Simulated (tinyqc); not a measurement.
Polytypes by hexagonality, and a cubic inclusion as a quantum well: one step. Gaps and band edges. Five cases, with inputs chosen for the exercise.

Problem. Evaluate for each polytype.

Gap: E3 + (E2 - E3) h. Valence top Ev2 h and polarisation P2 h, both counted from 3C; Ec = Ev + gap.

Give: a table of polytype, gap (eV), Ev (eV), Ec (eV), P (C/m^2).

Case 1.

Values chosen (of the order of those of InAs; the results hold for these values, not for the real material): E3 = 0.412 eV (gap of the cubic polytype); E2 = 0.456 eV (gap of 2H); Ev2 = 0.049 eV (valence top of 2H above that of 3C); P2 = 0.0018 C/m^2 (spontaneous polarisation of 2H).

Hexagonality:
```
polytype             h/k string         h
21R       hkkhkkkhkkhkkkhkkhkkk  0.285714
6H                       hkkhkk  0.333333
2H                           hh  1.000000
4H                         hkhk  0.500000
9R                    hkhhkhhkh  0.666667
```

Solution.

Results:
```
polytype  gap (eV)  Ev (eV)  Ec (eV)  P (C/m^2)
21R         0.4246   0.0140   0.4386    0.00051
6H          0.4267   0.0163   0.4430    0.00060
2H          0.4560   0.0490   0.5050    0.00180
4H          0.4340   0.0245   0.4585    0.00090
9R          0.4413   0.0327   0.4740    0.00120
```

The widest gap is that of 2H, the narrowest that of 21R. Ev and Ec both rise with h, so 3C collects electrons and the more hexagonal side holes: a staggered line-up.

Case 2.

Values chosen (of the order of those of GaAs; the results hold for these values, not for the real material): E3 = 1.518 eV (gap of the cubic polytype); E2 = 1.517 eV (gap of 2H); Ev2 = 0.096 eV (valence top of 2H above that of 3C); P2 = 0.0018 C/m^2 (spontaneous polarisation of 2H).

Hexagonality:
```
polytype             h/k string         h
9R                    hkhhkhhkh  0.666667
8H                     hkkkhkkk  0.250000
4H                         hkhk  0.500000
2H                           hh  1.000000
21R       hkkhkkkhkkhkkkhkkhkkk  0.285714
```

Solution.

Results:
```
polytype  gap (eV)  Ev (eV)  Ec (eV)  P (C/m^2)
9R          1.5173   0.0640   1.5813    0.00120
8H          1.5177   0.0240   1.5417    0.00045
4H          1.5175   0.0480   1.5655    0.00090
2H          1.5170   0.0960   1.6130    0.00180
21R         1.5177   0.0274   1.5451    0.00051
```

The widest gap is that of 8H, the narrowest that of 2H. Ev and Ec both rise with h, so 3C collects electrons and the more hexagonal side holes: a staggered line-up.

Case 3.

Values chosen (of the order of those of GaN; the results hold for these values, not for the real material): E3 = 3.304 eV (gap of the cubic polytype); E2 = 3.49 eV (gap of 2H); Ev2 = 0.064 eV (valence top of 2H above that of 3C); P2 = -0.0204 C/m^2 (spontaneous polarisation of 2H).

Hexagonality:
```
polytype       h/k string         h
9R              hkhhkhhkh  0.666667
10H            hkkkkhkkkk  0.200000
6H                 hkkhkk  0.333333
2H                     hh  1.000000
15R       hkkhkhkkhkhkkhk  0.400000
```

Solution.

Results:
```
polytype  gap (eV)  Ev (eV)  Ec (eV)  P (C/m^2)
9R          3.4280   0.0427   3.4707   -0.01360
10H         3.3412   0.0128   3.3540   -0.00408
6H          3.3660   0.0213   3.3873   -0.00680
2H          3.4900   0.0640   3.5540   -0.02040
15R         3.3784   0.0256   3.4040   -0.00816
```

The widest gap is that of 2H, the narrowest that of 10H. Ev and Ec both rise with h, so 3C collects electrons and the more hexagonal side holes: a staggered line-up.

Case 4.

Values chosen (of the order of those of InAs; the results hold for these values, not for the real material): E3 = 0.417 eV (gap of the cubic polytype); E2 = 0.461 eV (gap of 2H); Ev2 = 0.045 eV (valence top of 2H above that of 3C); P2 = 0.0018 C/m^2 (spontaneous polarisation of 2H).

Hexagonality:
```
polytype       h/k string         h
9R              hkhhkhhkh  0.666667
8H               hkkkhkkk  0.250000
15R       hkkhkhkkhkhkkhk  0.400000
3C                    kkk  0.000000
2H                     hh  1.000000
```

Solution.

Results:
```
polytype  gap (eV)  Ev (eV)  Ec (eV)  P (C/m^2)
9R          0.4463   0.0300   0.4763    0.00120
8H          0.4280   0.0112   0.4392    0.00045
15R         0.4346   0.0180   0.4526    0.00072
3C          0.4170   0.0000   0.4170    0.00000
2H          0.4610   0.0450   0.5060    0.00180
```

The widest gap is that of 2H, the narrowest that of 3C. Ev and Ec both rise with h, so 3C collects electrons and the more hexagonal side holes: a staggered line-up.

Case 5.

Values chosen (of the order of those of GaAs; the results hold for these values, not for the real material): E3 = 1.515 eV (gap of the cubic polytype); E2 = 1.508 eV (gap of 2H); Ev2 = 0.111 eV (valence top of 2H above that of 3C); P2 = 0.0021 C/m^2 (spontaneous polarisation of 2H).

Hexagonality:
```
polytype  h/k string         h
10H       hkkkkhkkkk  0.200000
3C               kkk  0.000000
2H                hh  1.000000
6H            hkkhkk  0.333333
9R         hkhhkhhkh  0.666667
```

Solution.

Results:
```
polytype  gap (eV)  Ev (eV)  Ec (eV)  P (C/m^2)
10H         1.5136   0.0222   1.5358    0.00042
3C          1.5150   0.0000   1.5150    0.00000
2H          1.5080   0.1110   1.6190    0.00210
6H          1.5127   0.0370   1.5497    0.00070
9R          1.5103   0.0740   1.5843    0.00140
```

The widest gap is that of 3C, the narrowest that of 2H. Ev and Ec both rise with h, so 3C collects electrons and the more hexagonal side holes: a staggered line-up.

Computed by tinyqc, one run a case: `OMP_NUM_THREADS=1 python tinyqc.py N N+1 out.jsonl` with N = 1850841, 1850952, 1851049, 1851269, 1880136; one thread of a shared Intel(R) Xeon(R) Processor @ 2.30GHz, about 0.1 s a run at most.
